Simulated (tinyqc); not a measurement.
A particle near a wafer in liquid: double-layer and van der Waals forces (DLVO), deposition barrier and removal. From wall shear stress for rolling back to particle radius R. Computed by tinyqc, a small Python program. Command: `OMP_NUM_THREADS=1 python tinyqc.py 3111217 3111218 out.jsonl dlvo inv`. One thread of a shared host (Intel(R) Xeon(R) Processor @ 2.30GHz), about 0.01 s of CPU time with the checks.

Sphere and flat wall, Derjaguin approximation, constant potentials in the linear-superposition form, no retardation and no hydration force.

Inputs (values chosen for the exercise, of the order of those for silica on silica in water): Hamaker constant A = 3.9e-21 J; potential of the particle psi_1 = -56 mV; potential of the wafer psi_2 = -27 mV; salt concentration c = 0.099 mol/L; valence z of the symmetric salt = 1; temperature T = 343 K; dielectric constant of the liquid = 63.7; contact distance h0 = 0.4 nm; contact radius over R = 0.19; viscosity = 0.93 mPa s.

Constants: e = 1.602176634e-19 C; N_A = 6.02214076e+23 1/mol; eps_0 = 8.8541878128e-12 F/m; k_B = 1.380649e-23 J/K; k_B = 8.617333262e-05 eV/K.

Method. kappa^2 = 2 z^2 e^2 N_A (1000 c)/(eps eps_0 k_B T); gamma_i = tanh(z e psi_i/(4 k_B T)); Z = 64 pi eps eps_0 (k_B T/(z e))^2 gamma_1 gamma_2. Adhesion F_a = A R/(6 h0^2) [1 + a^2/(R h0)] - kappa Z R exp(-kappa h0), a the contact radius. Drag in a shear flow F_d = 1.7 x 6 pi mu R^2 G, acting at 1.4 R; rolling starts when 1.4 R F_d = a F_a. Wall shear stress = mu G.

Problem. A run gave the result below. Find the particle radius R, known to lie between 100 and 200 nm.

wall shear stress for rolling = 1452.616 Pa

Solution.

Each step takes the trial c = (a f_b - b f_a)/(f_b - f_a), f being the result less the target and a, b, c the logarithms of the listed values; c replaces end b, the old b replaces a if the sign of f changed, and otherwise f_a is halved.

Scan of the range:
```
particle radius R (nm)  wall shear stress for rolling (Pa)
100                                                1434.98
112                                                1447.61
126                                                1459.30
141                                                1469.24
159                                                1478.70
178                                                1486.61
200                                                1493.89
```

False position (Illinois rule, in the logarithm of the input) inside the bracket:
```
step    end a    end b    trial  wall shear stress for rolling (Pa)
1     112.000  126.000  117.798                             1452.78
2     112.000  117.798  117.423                             1452.47
3     117.798  117.423  117.600                             1452.62
4     117.423  117.600  117.600                             1452.62
```

Wall shear stress for rolling rises at every point of a 13-point scan of the range (every second point is shown), so one value fits; it is bracketed by 112 and 126. Answer: particle radius R = 117.6 nm.
